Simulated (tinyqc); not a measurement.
Inside a calculation. Method: ROHF in the sto-3g basis, for H4+, spin multiplicity 2. One step of it, computed by the program tinyqc.

Problem. Iteration 2: diagonalisation and new density. Diagonalise F' = X^T F X, C = X C', fill 2 alpha and 1 beta electrons from the bottom; D(s) = C_occ C_occ^T. Each column has its largest component positive (the first on a tie).

extrapolated F (hartree):
```
           1H 1s      2H 1s      3H 1s      4H 1s
1H 1s  -0.432922  -0.460241  -0.042915  -0.021449
2H 1s  -0.460241  -0.473575  -0.122418  -0.042915
3H 1s  -0.042915  -0.122418  -0.473575  -0.460241
4H 1s  -0.021449  -0.042915  -0.460241  -0.432922
```

X:
```
           1H 1s      2H 1s      3H 1s      4H 1s
1H 1s   1.063431  -0.215025   0.011106  -0.002675
2H 1s  -0.215025   1.066997  -0.051978   0.011106
3H 1s   0.011106  -0.051978   1.066997  -0.215025
4H 1s  -0.002675   0.011106  -0.215025   1.063431
```

Give: F' = X^T F X; orbital energies; coefficients C; D(alpha) after iteration 2; D(beta) after iteration 2.

Solution.

F' = X^T F X (hartree):
```
         1        2        3        4
1  -0.3014  -0.3361  -0.0049  -0.0170
2  -0.3361  -0.3371  -0.0876  -0.0049
3  -0.0049  -0.0876  -0.3371  -0.3361
4  -0.0170  -0.0049  -0.3361  -0.3014
```

orbital energies (hartree): MO1 -0.7166, MO2 -0.5986, MO3 -0.0264, MO4 0.0646

coefficients C:
```
          MO1      MO2      MO3      MO4
1H 1s  0.3783   0.4368   0.6635  -0.6348
2H 1s  0.4514   0.4286  -0.5763   0.6841
3H 1s  0.4514  -0.4286  -0.5763  -0.6841
4H 1s  0.3783  -0.4368   0.6635   0.6348
```

D(alpha) after iteration 2:
```
         1H 1s    2H 1s    3H 1s    4H 1s
1H 1s   0.3340   0.3580  -0.0164  -0.0477
2H 1s   0.3580   0.3874   0.0201  -0.0164
3H 1s  -0.0164   0.0201   0.3874   0.3580
4H 1s  -0.0477  -0.0164   0.3580   0.3340
```

D(beta) after iteration 2:
```
        1H 1s   2H 1s   3H 1s   4H 1s
1H 1s  0.1431  0.1708  0.1708  0.1431
2H 1s  0.1708  0.2038  0.2038  0.1708
3H 1s  0.1708  0.2038  0.2038  0.1708
4H 1s  0.1431  0.1708  0.1708  0.1431
```
